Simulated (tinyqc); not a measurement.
Octagonal on-chip spiral inductor, lumped pi model: two steps of the calculation.

Outer diameter do = di + 2 n wd + 2 (n - 1) sp, mean da = (do + di)/2, fill p = (do - di)/(do + di), length l = 3.314 n da. L = 2.25 mu0 n^2 da/(1 + 3.55 p), mu0 = 4 pi 1e-7 H/m. Rs = rho l/(wd delta (1 - exp(-th/delta))), delta = sqrt(rho/(pi f mu0)). Cs = n wd^2 eps0 eo/hu across the coil. At each end Cox = l wd eps0 eo/(2 ho) leads to the substrate branch Rsi = 2 rs he/(l wd) in parallel with Csi = l wd eps0 11.7/(2 he). With one end grounded Y = 1/(Rs + i w L) + i w Cs + 1/[1/(i w Cox) + 1/(1/Rsi + i w Csi)], w = 2 pi f; Q = -Im Y/Re Y. Eddy currents in neighbouring turns and in the substrate are left out.

Parameters, values chosen for the exercise; values of the order met in silicon radio-frequency processes: number of turns n = 6.5; line width wd = 8 um; space between turns sp = 3 um; inner diameter di = 80 um; metal thickness th = 0.9 um; metal resistivity rho = 1.9 uohm cm; oxide below the coil ho = 4 um; oxide between coil and underpass hu = 1.2 um; relative permittivity of the oxide eo = 4.1; substrate resistivity rs = 10 ohm cm; effective spreading depth in the substrate he = 30 um; frequency f = 4.5 GHz.

Constants: eps0 = 8.8541878128e-12 F/m. Results are converted to the units shown.

Question 1. Geometry and model elements. do, l, L, delta, Rs, Cs, Cox, Rsi and Csi as defined.

Give: do; l; L; delta; Rs; Cs; Cox; Rsi; Csi.

Answer 1.

do = 217.0 um
l = 3199 um
L = 6.726 nH
delta = 1.034 um
Rs = 12.64 ohm
Cs = 12.58 fF
Cox = 116.1 fF
Rsi = 234.5 ohm
Csi = 44.18 fF

Question 2. Admittance, quality factor and apparent inductance. Series branch 1/(Rs + i w L), substrate branch, total Y, Q = -Im Y/Re Y, apparent inductance Im(1/Y)/w, metal-only value w L/Rs, share of the loss in the substrate Re(substrate branch)/Re Y.

L = 6.7258341 nH
Rs = 12.640660 ohm
Cs = 12.584752 fF
Cox = 116.12478 fF
Rsi = 234.46010 ohm
Csi = 44.184062 fF

Find: series branch; substrate branch; Y; Q; apparent inductance; w L/Rs; share of the loss in the substrate.

Answer 2.

series branch = 0.348-5.235i mS
substrate branch = 1.187+2.022i mS
Y = 1.535-2.858i mS
Q = 1.862
apparent inductance = 9.605 nH
w L/Rs = 15.04
share of the loss in the substrate = 77.33 %

Q is 12.4 % of the metal-only value.

Program tinyqc, `OMP_NUM_THREADS=1 python tinyqc.py 2302218 2302219 out.jsonl`; Intel Xeon 2.30GHz, shared host, one thread, about 0.01 s.
